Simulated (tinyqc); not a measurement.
Off-state leakage of single and stacked transistors: one step of the calculation.

n-channel devices of unit width. Subthreshold current I(Vg, Vs, Vd) = I0 (T/300 K)^0.5 exp[(Vg - Vs - VT(T) - gb (Vs - Vb) + dd (Vd - Vs))/(nf Vt)] (1 - exp(-(Vd - Vs)/Vt)), VT(T) = VT - cT (T - 300 K). Gate-edge tunnelling Ig (Vd/1 V) exp(ag (Vd - 1 V)), for a gate at 0 V, and band-to-band leakage Ab u exp(-Bb/u), u = Vd - Vb + 1 V, flow at a drain held at V; both are taken as independent of T. In a stack of off transistors (all gates at 0 V) the same subthreshold current passes through each.

Question. New Vx. Stack of two, Vx the node between them: I_low = I(0, 0, Vx), I_up = I(0, Vx, V), f = ln(I_up/I_low), f' = -(1 + gb + 2 dd)/(nf Vt) - 1/(Vt (exp(Vx/Vt) - 1)) - 1/(Vt (exp((V - Vx)/Vt) - 1)), Vx(new) = Vx - f/f'.

Values chosen for this exercise; values of the order met in bulk silicon logic transistors:
```
symbol  value   unit                                             meaning
T         300      K                                         temperature
V         0.9      V                                      supply voltage
VT       0.38      V        threshold at 300 K, zero drain and body bias
cT        0.9   mV/K              fall of the threshold with temperature
I0       0.37  uA/um                       current at threshold at 300 K
nf       1.29                                               slope factor
dd       0.14                            drain-induced lowering per volt
gb       0.16         rise of the threshold per volt of source-body bias
Vb          0      V                                        body voltage
```

Constants: q = 1.602176634e-19 C, kB = 1.380649e-23 J/K, Vt = kB T/q. Results are converted to the units shown.

Vx at the start = 0.088 V

Find: I_low; I_up; f; f'; Vx after iteration 1.

Answer.

I_low = 0.005826 nA/um
I_up = 0.005897 nA/um
f = 0.01222
f' = -44.51 1/V
Vx after iteration 1 = 0.08827 V

Numbers from tinyqc (`OMP_NUM_THREADS=1 python tinyqc.py 2242018 2242019 out.jsonl`; about 0.05 s on one thread of a shared Intel Xeon 2.30GHz).
